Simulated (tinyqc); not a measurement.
# Metal-interlayer-semiconductor contact, depinning against tunnelling resistance: two studies

Zero bias, n-type semiconductor. Gap states at the semiconductor surface thin out as exp(-be ti), which unpins the barrier; electrons must then cross the interlayer (a rectangular barrier, no voltage drop across it) and the parabolic depleted layer, both by WKB. Energies E are counted from the Fermi level; no image force, parabolic bands.

Parameters, values chosen for the exercise; semiconductor values close to those of 4H silicon carbide; interlayer mass of the order of that in titanium dioxide, offset chosen freely: temperature T = 300 K; band gap Eg = 3.26 eV; relative permittivity eps_r = 9.61; electron affinity chi = 3.49 eV; conduction-band density of states at T Nc = 1.7e19 cm^-3; tunnelling mass in the semiconductor mt = 0.192 m0; Richardson mass mA = 0.375 m0; donor density Nd = 2e19 cm^-3; charge-neutrality level above the valence band E0 = 1.9 eV; pinning factor without interlayer S0 = 0.63; metal work function phiM = 3.81 eV; interlayer thickness ti = 1.9 nm; conduction-band offset of the interlayer above the semiconductor dE = 0.16 eV; tunnelling mass in the interlayer mi = 0.3 m0; decay constant of gap states through the interlayer be = 1.8 1/nm.

Constants: q = 1.602176634e-19 C, kB = 1.380649e-23 J/K, eps0 = 8.8541878128e-12 F/m, hbar = 1.054571817e-34 J s, h = 6.62607015e-34 J s, m0 = 9.1093837015e-31 kg, Vt = kB T/q, hbar^2/(2 m0) = 0.0380998212 eV nm^2. Results are converted to the units shown.

Each table varies one quantity; the others keep the values above.

## Contact resistivity against the interlayer thickness

S = 1/(1 + (1/S0 - 1) exp(-be ti)); phiB = S (phiM - chi) + (1 - S)(Eg - E0); xi = Ec - EF deep inside, from Nd = Nc F(-xi/Vt), F(x) = (2/sqrt(pi)) int_0^infinity sqrt(u) du/(1 + exp(u - x)); band bending U = phiB - xi; E00 = (hbar/2) sqrt(Nd/(eps0 eps_r mt m0)) in volts; A = 4 pi q mA m0 kB^2/h^3. With U = phiB - xi: for xi < E < phiB, y = (E - xi)/U and G1 = (U/E00) [sqrt(1 - y) - y ln((1 + sqrt(1 - y))/sqrt(y))], G1 = 0 above phiB; G2 = 2 ti sqrt(mi max(phiB + dE - E, 0)/C), C = hbar^2/(2 m0); f = 1/(1 + exp(E/Vt)); 1/rho_c = (A T^2/Vt^2) times the integral of exp(-G1 - G2) f over E from xi upwards. Shares under 0.001 % are printed as 0; rows without band bending are left out.

The same in every row: E00/Vt = 2.36.

Contact resistivity against the interlayer thickness:

| ti (nm) | S | phiB (eV) | rho_c (ohm cm^2) | rho_c with G2 = 0 (ohm cm^2) | peak of the integrand (eV) | share above phiB (%) |
|---|---|---|---|---|---|---|
| 0 | 0.630 | 0.705 | 9.82e-5 | 9.82e-5 | 0.0405 | 0 |
| 0.4 | 0.778 | 0.551 | 5.74e-5 | 9.55e-6 | 0.0387 | 0 |
| 0.8 | 0.878 | 0.447 | 5.39e-5 | 2.01e-6 | 0.0383 | 0.00522 |
| 1.2 | 0.937 | 0.386 | 8.52e-5 | 8.13e-7 | 0.0396 | 0.0401 |
| 1.6 | 0.968 | 0.353 | 1.99e-4 | 5.03e-7 | 0.0425 | 0.157 |
| 2 | 0.984 | 0.336 | 5.91e-4 | 3.94e-7 | 0.0466 | 0.443 |
| 2.4 | 0.992 | 0.328 | 0.00200 | 3.48e-7 | 0.0518 | 1.11 |
| 2.8 | 0.996 | 0.324 | 0.00715 | 3.28e-7 | 0.0581 | 2.75 |
| 3.2 | 0.998 | 0.322 | 0.0255 | 3.19e-7 | 0.0658 | 7.13 |

What does the comparison show?

As ti goes from 0 to 3.2, phiB falls from 0.705 to 0.322 eV and rho_c goes from 9.82e-5 through a minimum of 5.39e-5 (at ti = 0.8 among the rows listed) to 0.0255 ohm cm^2. At ti = 0.8 nm rho_c is 1.82 times lower than without interlayer: up to there the falling barrier gains more than tunnelling through the layer costs, beyond it the layer dominates. The ratio of rho_c to its value with G2 = 0 runs from 1.00 to 79900.

## Contact resistivity against the conduction-band offset of the interlayer above the semiconductor

Same model as above.

The same in every row: S = 0.981; phiB (eV) = 0.340; E00/Vt = 2.36; rho_c with G2 = 0 (ohm cm^2) = 4.12e-7.

Contact resistivity against the conduction-band offset of the interlayer above the semiconductor:

| dE (eV) | rho_c (ohm cm^2) | peak of the integrand (eV) | share above phiB (%) |
|---|---|---|---|
| 0 | 9.22e-5 | 0.0519 | 2.85 |
| 0.5 | 0.00488 | 0.0400 | 0.101 |
| 1 | 0.0703 | 0.0367 | 0.0592 |
| 1.5 | 0.616 | 0.0350 | 0.0458 |
| 2 | 4.03 | 0.0340 | 0.0390 |
| 2.5 | 21.6 | 0.0332 | 0.0349 |
| 3 | 100 | 0.0326 | 0.0321 |

What does the table show?

As dE goes from 0 to 3, phiB stays at 0.340 eV and rho_c rises from 9.22e-5 to 100 ohm cm^2. The ratio of rho_c to its value with G2 = 0 runs from 224 to 2.43e8.

Range of the model: The depletion charge would drop about 0.075 V across such an interlayer (eps_r near 40) at ti = 1.9 nm and Nd = 2e19 cm^-3, against a band bending of 0.35 V; this model leaves that drop out.

Numbers from tinyqc (`OMP_NUM_THREADS=1 python tinyqc.py 2270012 2270013 out.jsonl`; about 0.02 s on one thread of a shared Intel Xeon 2.30GHz).
